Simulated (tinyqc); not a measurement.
What moves the results: thin-film optics by transfer matrices. A value that a table varies takes the place of the one given here.

Indices N = n + i k. Snell: N0 sin(theta) = N_j sin(theta_j), with Im(N_j cos theta_j) >= 0. Admittance y_j = N_j cos theta_j for s and N_j/cos theta_j for p. Phase delta_j = 2 pi N_j cos theta_j d_j/lambda. Layer matrix [[cos delta, -i sin delta/y], [-i y sin delta, cos delta]], multiplied from the top down to M. (B, C) = M (1, y_sub); r = (y0 B - C)/(y0 B + C), R = |r|^2, T = 4 Re y0 Re y_sub/|y0 B + C|^2, absorbed in the films 1 - R - T.

Ellipsometry: rho = tan(Psi) exp(i Delta) = -conj(r_p/r_s) with the r of the admittance formula, Delta in 0 to 360 degrees, so that a bare dielectric at small angles gives Delta = 180.

Values chosen for the exercise (indices near those of Si3N4 on Cu; the results hold for these values, not for the real material): lam = 633 nm (vacuum wavelength); n0 = 1 (ambient index); n = (1.992, 0.267) (n of Si3N4, substrate); k = (0, 3.31) (k in the same order); d = (90.3) nm (thicknesses, top first); theta = 45 degrees (angle of incidence); pol = s (polarisation).

## Swing curve: thickness of the top film

The first entry of d takes the values listed.

Stack:
```
d_1 (nm),R,T,absorbed
90.3,0.8884,0.1116,0.0000
118.6,0.9429,0.0571,0.0000
147.0,0.9516,0.0484,0.0000
175.3,0.9344,0.0656,0.0000
203.6,0.8506,0.1494,0.0000
231.9,0.7177,0.2823,0.0000
260.3,0.8886,0.1114,0.0000
288.6,0.9430,0.0570,0.0000
316.9,0.9516,0.0484,0.0000
345.2,0.9345,0.0655,0.0000
373.6,0.8503,0.1497,0.0000
401.9,0.7179,0.2821,0.0000
430.2,0.8884,0.1116,0.0000
```

What can be read from the table?

R swings between 0.7177 and 0.9516 on these points. The period is lambda/(2 Re(N_1 cos theta_1)) = 170.0 nm, six rows. The film does not absorb, so the swing repeats exactly. The swing ratio (max - min)/mean is 0.27.

## Angle of incidence

Both polarisations.

Stack:
```
theta (degrees),R_s,R_p,Psi,Delta
0,0.8884,0.8884,45.00,180.00
15,0.8885,0.8844,44.93,181.55
30,0.8884,0.8727,44.75,187.30
45,0.8884,0.8566,44.48,200.88
55,0.8902,0.8489,44.32,217.53
60,0.8928,0.8488,44.28,229.17
65,0.8978,0.8533,44.27,243.55
70,0.9064,0.8644,44.32,261.01
75,0.9201,0.8841,44.43,281.75
80,0.9405,0.9138,44.59,305.64
85,0.9677,0.9533,44.78,332.09
```

What does this show, and why?

R_s and R_p agree at normal incidence (0.8884). R_p is lowest at 60 degrees of those listed (0.8488), where R_s = 0.8928: the two are within a factor 2 of each other, so the minimum selects polarisation poorly. R_s does not rise steadily, because the phase thickness of the films changes with the angle.

## Sensitivity of the reflectance

R for both polarisations. Each row changes one parameter from the base and keeps the others.

Results:
```
case,R_s,R_p,T_s
base,0.8884,0.8566,0.1116
d = (95.3) nm,0.9048,0.8662,0.0952
"n = (2.032, 0.267)",0.8976,0.8613,0.1024
"k = (0, 3.651)",0.8954,0.8707,0.1046
lam = 638 nm,0.8857,0.8551,0.1143
theta = 50 degrees,0.8889,0.8519,0.1111
```

What does this show?

The largest shifts from the base row, up to three for each result and ties (the steps differ in size, so this ranks the rows, not the parameters). R_s: d +0.0163, n +0.0092, k +0.0070. R_p: k +0.0141, d +0.0096, n +0.0047, theta -0.0047. T_s: d -0.0163, n -0.0092, k -0.0070.

tinyqc: `OMP_NUM_THREADS=1 python tinyqc.py 1682432 1682433 out.jsonl`; about 0.02 s, one thread, shared Intel(R) Xeon(R) Processor @ 2.30GHz.
